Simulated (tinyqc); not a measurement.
Worked calculation: Hubbard chain of 6 sites. Computed by tinyqc, a small Python program that keeps every step. Settings: hopping = 1.21, U = 5.9, mixing = 0.5, iteration cap = 73. Command: `OMP_NUM_THREADS=1 python tinyqc.py 21869 21870 out.jsonl` (the two numbers bound the seeds that draw the settings). One thread of a shared host (Intel(R) Xeon(R) Processor @ 2.60GHz), about 0.4 s of CPU time with the checks. Later iterations appear only in the table of the cycle.

## Mean-field iteration 1

one-body matrix (hopping and site energies) (eV), lower triangle:
```
,1,2,3,4,5,6
1,0.8800
2,-1.2100,-0.2100
3,0.0000,-1.2100,0.4900
4,0.0000,0.0000,-1.2100,-0.7500
5,0.0000,0.0000,0.0000,-1.2100,-0.2700
6,0.0000,0.0000,0.0000,0.0000,-1.2100,-0.2000
```

U = 5.9000 eV

electrons, up and down: 3  3

mixing = 0.5000

n(up) at the start (a guess, not normalised): 1 0.5000, 2 0.5000, 3 0.5000, 4 0.5000, 5 0.5000, 6 0.5000

n(down) at the start (a guess): 1 0.5000, 2 0.5000, 3 0.5000, 4 0.5000, 5 0.5000, 6 0.5000

H(up) = T + U n(down), H(down) = T + U n(up); fill the lowest levels; n(new) = n + mixing (n(out) - n); E = tr T (rho up + rho down) + U sum n_up n_down of the output.

levels, up (eV): 0.5233  1.4401  2.3122  3.7637  4.4196  5.1811

levels, down (eV): 0.5233  1.4401  2.3122  3.7637  4.4196  5.1811

energy = 0.8797 eV

n(up) after iteration 1: 1 0.3586, 2 0.5787, 3 0.4070, 4 0.6126, 5 0.4942, 6 0.5489

n(down) after iteration 1: 1 0.3586, 2 0.5787, 3 0.4070, 4 0.6126, 5 0.4942, 6 0.5489

## Mean-field iteration 2

As before.

levels, up (eV): 0.7045  1.4500  2.4209  3.4972  4.4503  5.1171

levels, down (eV): 0.7045  1.4500  2.4209  3.4972  4.4503  5.1171

energy = 0.5114 eV

n(up) after iteration 2: 1 0.4438, 2 0.5216, 3 0.4617, 4 0.5565, 5 0.5278, 6 0.4887

n(down) after iteration 2: 1 0.4438, 2 0.5216, 3 0.4617, 4 0.5565, 5 0.5278, 6 0.4887

## Convergence

Each step fills the lowest levels of T + U n(other spin) and sets n(new) = n + mixing (n(out) - n); stop when output and input agree to 1e-8.

Course of the cycle:
```
iteration,E (eV),largest |n(out) - n(in)|,mean |n_up - n_down|
1,0.879746,2.83e-01,0.0000
2,0.511363,1.70e-01,0.0000
3,0.411543,1.48e-01,0.0000
4,0.359726,1.23e-01,0.0000
5,0.314880,1.16e-01,0.0000
6,0.288170,1.06e-01,0.0000
7,0.260992,9.87e-02,0.0000
8,0.244109,9.08e-02,0.0000
9,0.226245,8.45e-02,0.0000
10,0.214749,7.81e-02,0.0000
11,0.202443,7.29e-02,0.0000
...,...,...,...
63,0.133036,3.12e-03,0.0000
64,0.133022,2.94e-03,0.0000
65,0.133009,2.78e-03,0.0000
66,0.132998,2.62e-03,0.0000
67,0.132988,2.47e-03,0.0000
68,0.132979,2.33e-03,0.0000
69,0.132971,2.20e-03,0.0000
70,0.132964,2.07e-03,0.0000
71,0.132957,1.95e-03,0.0000
72,0.132952,1.84e-03,0.0000
73,0.132947,1.74e-03,0.0000
```

Not converged within 73 iterations: the residual falls steadily but slowly, by a factor of about 0.94 a step. The lowest mean-field energy found from random starts is -2.49165 eV. Reruns (cap 100 unless said): mixing 0.2: converged in 45 to a higher stationary point (E = 0.13291); mixing 0.9: not converged; the original settings with a cap of 400: converged in 279 to a higher stationary point (E = 0.13291).

## Exact diagonalisation (400 states)

Lowest levels of the sector, and the double occupancy of the lowest state.

lowest levels (eV): -3.3459  -2.9057  -2.4313  -2.2348  -2.0830  -1.9452

double occupancy per site = 0.0732

## The lowest level by Lanczos steps

From a random start vector (not printed): a_j = <q_j|H|q_j>, b_j = norm of the remainder after orthogonalising; the Ritz value is the lowest eigenvalue of the tridiagonal matrix of a and b so far.

Lanczos:
```
j,a_j (eV),b_j (eV),lowest Ritz value (eV)
1,6.8204,6.1040,6.820360
2,8.2981,6.8109,1.410644
3,8.9878,7.2223,-1.053608
4,9.1669,6.2378,-2.431256
5,9.8815,6.3131,-2.964826
6,10.1829,6.2207,-3.168046
7,9.9900,6.6794,-3.248500
8,10.0321,6.7998,-3.290464
9,9.8417,5.9155,-3.317700
10,9.4803,6.3141,-3.331554
```
